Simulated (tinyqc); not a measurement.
Direct against trap-assisted paths: tunnelling through a thin dielectric with one trap, as a tight-binding chain.

Hopping -t everywhere, t = c/(m a^2), c = hbar^2/2m0; lead sites at 2t (band bottom 0), barrier sites 1 to N at 2t + phi, and site j has U besides. No voltage. Leads give S = -t exp(ika) on sites 1 and N, cos(ka) = 1 - E/(2t). T = (2 t sin(ka))^2 |G_1N|^2, G = (E - H - S)^-1. In the barrier cosh(q a) = 1 + (phi - E)/(2t).

Resonance: the lowest eigenvalue of H + S(E), iterated until its real part equals E (40 rounds from Eb = phi + 2t - sqrt(4t^2 + U^2), the level in an endless barrier). With v the normalised squared amplitudes of that state, Gamma_L = 2 t sin(ka) v_1, Gamma_R = 2 t sin(ka) v_N; Breit-Wigner T = Gamma_L Gamma_R/((E - Er)^2 + (Gamma_L + Gamma_R)^2/4).

Constants: hbar^2/2m0 = 3.80998211 eV angstrom^2.

Parameters, chosen for this exercise (barrier and mass of the size used for HfO2 on silicon; the results hold for these values, not for the real material):
- a = 2.5 angstrom (site spacing)
- m = 0.2 m0 (mass, the same in leads and barrier)
- phi = 1.66 eV (conduction edge of the barrier above that of the leads)
- U = -4.09 eV (extra energy on the trap site)

N odd, the trap in the middle, j = (N + 1)/2. Direct T is that without trap at the energy Er; area = 2 pi Gamma_L Gamma_R/(Gamma_L + Gamma_R). The exponents are the slopes of the logarithms between the last two rows, per angstrom.

Against thickness:
```
N   N a (angstrom)  Er (eV)  direct T  area (meV)
5             12.5   0.2880   0.00343         412
7             17.5   0.3857  0.000416         144
9             22.5   0.4075  3.72e-05        43.4
13            32.5   0.4145  2.53e-07        3.60
15            37.5   0.4149  2.05e-08        1.03
17            42.5   0.4150  1.66e-09       0.292
```

Give the missing row, N = 11, N a (angstrom) = 27.5.

Computed row:
```
N   N a (angstrom)  Er (eV)  direct T  area (meV)
11            27.5   0.4130  3.10e-06        12.6
```

exponents (1/angstrom): direct 0.5028, through the trap 0.2513

The direct path falls as exp(-0.503 d) and the path through a central trap as exp(-0.251 d), 2.00 times more slowly, since each step crosses half the layer. From 5 to 17 sites the first loses 6.3 decades and the second 3.1: in thicker layers even few traps rule the leakage. Inelastic capture with phonons is left out.

(tinyqc, `OMP_NUM_THREADS=1 python tinyqc.py 1481089 1481090 out.jsonl`, Intel(R) Xeon(R) Processor @ 2.30GHz, 1 thread, shared host, about 0.05 s.)
